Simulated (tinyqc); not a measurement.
MESFET, gradual channel with velocity saturation: one step of the calculation.

A uniformly doped n-type channel, depleted from the top by a Schottky gate; at channel potential V the depleted share of a is u = sqrt((Vbi - Vg + V)/Vp), s at the source. Electrons drift with v = mu E/(1 + mu E/vsat). Abrupt depletion edge, no series resistance, source at 0.

Question. Current below saturation. u = sqrt((Vbi - Vg + Vd)/Vp). I = (G0 Vp/3) F/(1 + Z (u^2 - s^2)), F = 3 (u^2 - s^2) - 2 (u^3 - s^3), with u at V = Vd; Z = 0 gives constant mobility, for which u stops at 1.

Values chosen for this exercise: gate voltage Vg = 0 V; drain voltage Vd = 0.64 V.

Vbi = 0.64541807 V
Vp = 1.8126598 V
G0 = 5.3064090 mS
Z = 0.83382351
s = 0.59670875

Find: u; F; I for Z = 0; I.

Answer.

u = 0.8421
F = 0.2898
I for Z = 0 = 0.9292 mA
I = 0.7179 mA

The falling mobility lowers the current by 22.7 %.

Program tinyqc, `OMP_NUM_THREADS=1 python tinyqc.py 2500048 2500049 out.jsonl`; Intel Xeon 2.30GHz, shared host, one thread, about 0.04 s.
